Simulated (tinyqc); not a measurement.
Inside a calculation: strain-driven crossing of the Gamma and L valleys in a germanium-like crystal alloyed with tin. Values are carried at full precision from step to step, so a last printed digit may differ when a step is redone from the rounded ones.

With tin the unstrained gaps become E(y) = (1 - y) E + y EgS - CS y (1 - y); all other values are kept.
Constants: kB = 8.617333262e-05 eV/K; hc = 1239.841984 eV nm.

Inputs chosen for the exercise (near those of Ge, gaps at low temperature; not measured data):
- Eg = 0.884 eV (gap at Gamma to the s-like level)
- EgL = 0.74 eV (gap to L)
- EgS = (-0.376, 0.068) eV (Gamma and L gaps of the tin end)
- CS = (2.59, 0.99) eV (bowing of the Gamma and L gaps)
- y = 0.052 (tin fraction)
- C11 = 126.6 GPa
- C12 = 49.1 GPa
- C44 = 67.3 GPa
- load = uniaxial [110] (kind of strain)
- e0 = 0.0354 (size of the strain)
- Dso = 0.291 eV (spin-orbit splitting)
- ac = -8.08 eV (conduction deformation potential)
- av = 1.22 eV (valence hydrostatic potential)
- b = -2.57 eV (tetragonal shear potential)
- d = -5.29 eV (trigonal shear potential)
- aL = -1.58 eV (hydrostatic potential of the L edge, Xd + Xu/3)
- XuL = 16.48 eV (uniaxial potential, L)
- mG = 0.0417 m0 (mass at Gamma)
- mL = 0.561 m0 (density-of-states mass of the four L valleys together)
- T = 77 K (temperature)

## Gaps of the unstrained alloy

Give both gaps, their difference, and the y at which they cross (the root of a quadratic between 0 and 0.3).

Gamma and L gaps (eV): 0.6908  0.6563

Gamma - L = 0.0346 eV
crossing y = 0.0693

Without strain the alloy is indirect.

## The strain tensor for a uniaxial [110] load

Biaxial loads: e0 is the in-plane strain e_par and the normal is free. (001): e_perp = -2 (C12/C11) e_par; exx = eyy = e_par, ezz = e_perp, no shear. (111): e_perp = -(2 C11 + 4 C12 - 4 C44)/(C11 + 2 C12 + 4 C44) e_par; exx = eyy = ezz = (2 e_par + e_perp)/3 and exy = eyz = ezx = (e_perp - e_par)/3. (110): e_perp = -(C11 + 3 C12 - 2 C44)/(C11 + C12 + 2 C44) e_par; exx = eyy = (e_par + e_perp)/2, ezz = e_par, exy = (e_perp - e_par)/2, eyz = ezx = 0. Uniaxial loads: a stress along n, scaled so that n.e.n = e0, with exx = s11 sxx + s12 (syy + szz), exy = s44 sxy/2, s11 = (C11 + C12)/((C11 - C12)(C11 + 2 C12)), s12 = -C12/((C11 - C12)(C11 + 2 C12)), s44 = 1/C44.

Form the tensor and its trace.

strain tensor in the cubic axes:
```
,x,y,z
x,0.017504,0.017896,0.000000
y,0.017896,0.017504,0.000000
z,0.000000,0.000000,-0.013577
```

tr(e) = 0.021431

## Band edges

Edges from the unstrained valence top: Gamma at Eg + ac tr(e); an L valley with unit axis u at EgL + aL tr(e) + XuL (u.e.u - tr(e)/3), u along [111], [1-1-1], [-11-1], [-1-11]; valence edges are the levels of the 6 x 6 matrix of X, Y, Z times spin with -Dso/3 + l exx + m (eyy + ezz) on the diagonal (cyclic), n exy off it, l = av + 2 b, m = av - b, n = sqrt(3) d. Spin-orbit term (Dso/3) L.sigma on X, Y, Z with (L_k)_ij = -i epsilon_kij: <X+|H|Y+> = -i Dso/3, <X+|H|Z-> = Dso/3, <Y+|H|Z-> = -i Dso/3, <Z+|H|X-> = -Dso/3, <Z+|H|Y-> = i Dso/3, <X-|H|Y-> = i Dso/3, and their conjugates; + and - are the spin along z.

Give the edges and the direct and indirect gaps from the top valence edge.

Gamma edge = 0.5176 eV

L edges (eV): [111] 0.8190, [1-1-1] 0.4258, [-11-1] 0.4258, [-1-11] 0.8190

valence edges from the top (eV): 0.1569  0.0033  -0.3728

direct and indirect gap (eV): 0.3608  0.2689

The gap is indirect: Gamma lies 92 meV above the lowest L valley. The top two valence edges are 154 meV apart. At strains above 3 % second-order terms, left out here, matter.

## Electrons in the Gamma valley

Non-degenerate, parabolic: share = mG^(3/2)/(mG^(3/2) + (mL^(3/2)/4) sum_i exp(-(E_Li - E_Gamma)/kT)). Also the offset at which four equal L valleys hold half of the electrons, kT ln((mL/mG)^(3/2)), and the wavelength hc/E of the direct gap.

(mL/mG)^(3/2) = 49.34
share in Gamma = 3.93e-06 %
offset for an even split = 25.9 meV
wavelength = 3437 nm

With the L valleys as they lie here, Gamma must be 21 meV below the lowest of them to hold half of the electrons at 77 K; it lies 92 meV above. A direct gap alone is not enough.

Run: tinyqc, `OMP_NUM_THREADS=1 python tinyqc.py 1081303 1081304 out.jsonl`; Intel(R) Xeon(R) Processor @ 2.30GHz, one thread, shared host; about 0.01 s of CPU time with all checks.
